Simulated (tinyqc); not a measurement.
Inside a calculation. Model: MOSFET in the linear regime without short-channel effects, parameter extraction from computed curves.

Numbers from tinyqc (`OMP_NUM_THREADS=1 python tinyqc.py 2210062 2210063 out.jsonl`; about 0.01 s on one thread of a shared Intel Xeon 2.30GHz). Printed values are rounded.

Inversion charge Q = Cox n Vt W0(exp((Vg - VT)/(n Vt))), W0 the Lambert function and n = nf; u = Q/Cox; mobility mu = mu0/(1 + th1 u + th2 u^2); channel resistance Rch = (L - dL)/(W mu Q); Id = Vd/(Rch + Rsd/W). Cox = eps0 eox/tox. Small Vd, no channel-length or drain effects.

Parameters, values chosen for the exercise; channel values of the order met in silicon transistors:
- T = 300 K (temperature)
- eox = 3.9 (relative permittivity of the gate insulator (close to silicon dioxide))
- tox = 2.4 nm (insulator thickness)
- mu0 = 310 cm^2/(V s) (low-field mobility)
- th1 = 0.57 1/V (first mobility attenuation factor)
- th2 = 0 1/V^2 (second mobility attenuation factor)
- VT = 0.41 V (threshold voltage)
- nf = 1.44 (body factor)
- W = 0.5 um (gate width)
- L = 0.12 um (drawn gate length)
- dL = 0.007 um (drawn less effective length)
- Rsd = 230 ohm um (source plus drain resistance)
- Vd = 0.02 V (drain voltage)

Constants: q = 1.602176634e-19 C, kB = 1.380649e-23 J/K, Vt = kB T/q, eps0 = 8.8541878128e-14 F/cm where lengths are in cm. Results are converted to the units shown.

## Transfer curve

| point | Vg (V) |
|---|---|
| 0 | 0.11 |
| 1 | 0.26 |
| 2 | 0.41 |
| 3 | 0.56 |
| 4 | 0.71 |
| 5 | 0.86 |
| 6 | 1.01 |
| 7 | 1.16 |
| 8 | 1.31 |
| 9 | 1.46 |
| 10 | 1.61 |
| 11 | 1.76 |

u, mu, Rch and Id as defined.

| point | u (V) | mu (cm^2/(V s)) | Rch (ohm) | Id (uA) |
|---|---|---|---|---|
| 0 | 1.177263e-5 | 309.9979 | 4.304020e7 | 4.646769e-4 |
| 1 | 6.506436e-4 | 309.8851 | 7.790450e5 | 0.02565731 |
| 2 | 0.02111298 | 306.3137 | 24287.93 | 0.8081484 |
| 3 | 0.1097509 | 291.7488 | 4905.565 | 3.727473 |
| 4 | 0.2319015 | 273.8071 | 2473.762 | 6.817185 |
| 5 | 0.3650145 | 256.6101 | 1676.959 | 9.359095 |
| 6 | 0.5030723 | 240.9168 | 1296.011 | 11.38945 |
| 7 | 0.6438852 | 226.7715 | 1075.745 | 13.02299 |
| 8 | 0.7864400 | 214.0484 | 933.1014 | 14.35646 |
| 9 | 0.9301906 | 202.5868 | 833.5341 | 15.46152 |
| 10 | 1.074811 | 192.2311 | 760.2398 | 16.39022 |
| 11 | 1.220091 | 182.8421 | 704.1057 | 17.18057 |

## Threshold and mobility at the peak transconductance

gm_i = (Id_(i+1) - Id_(i-1))/(Vg_(i+1) - Vg_(i-1)); at the point j of largest gm the tangent meets the axis at V_ext = Vg_j - Id_j/gm_j; field-effect mobility gm_j L/(W Cox Vd) with the drawn L.

| point | gm (uS) |
|---|---|
| 1 | 2.692279 |
| 2 | 12.33939 |
| 3 | 20.03012 |
| 4 | 18.77207 |
| 5 | 15.24087 |
| 6 | 12.21300 |
| 7 | 9.890031 |
| 8 | 8.128409 |
| 9 | 6.779214 |
| 10 | 5.730178 |

j = 3
V_ext = 0.3739066 V
field-effect mobility = 167.0562 cm^2/(V s)

V_ext is 36 mV below the model VT, and the mobility so found is 49 % below mu0 L/(L - dL) = 329 cm^2/(V s), the value for the drawn L; attenuation, series resistance and the slow approach of Q to a straight line all lower the peak gm.

## The Y function

Y_i = Id_i/sqrt(gm_i). For Id = beta Vd x/(1 + th x), x = Vg - VT, Y = sqrt(beta Vd) x whatever th. Slope s from points 7 and 10; VT_Y = Vg - Y/s at point 10; beta = s^2/Vd; mobility beta L/(W Cox) with the drawn L; th* = (beta Vd x/Id - 1)/x at point 10.

| point | Y (uA^0.5 V^0.5) |
|---|---|
| 1 | 0.01563691 |
| 2 | 0.2300617 |
| 3 | 0.8328614 |
| 4 | 1.573436 |
| 5 | 2.397336 |
| 6 | 3.259053 |
| 7 | 4.141065 |
| 8 | 5.035522 |
| 9 | 5.938304 |
| 10 | 6.847007 |

s = 6.013204 uA^0.5 V^-0.5
VT_Y = 0.4713381 V
beta = 1807.931 uA/V^2
mobility from Y = 301.5720 cm^2/(V s)
th* = 1.327886 1/V

The mobility from Y is 8.4 % below mu0 L/(L - dL) = 329 cm^2/(V s), which it should reach in deep inversion when th2 = 0. th* compares with th1 + mu0 Cox Rsd/(L - dL) = 1.48 1/V, since series resistance enters like th1.
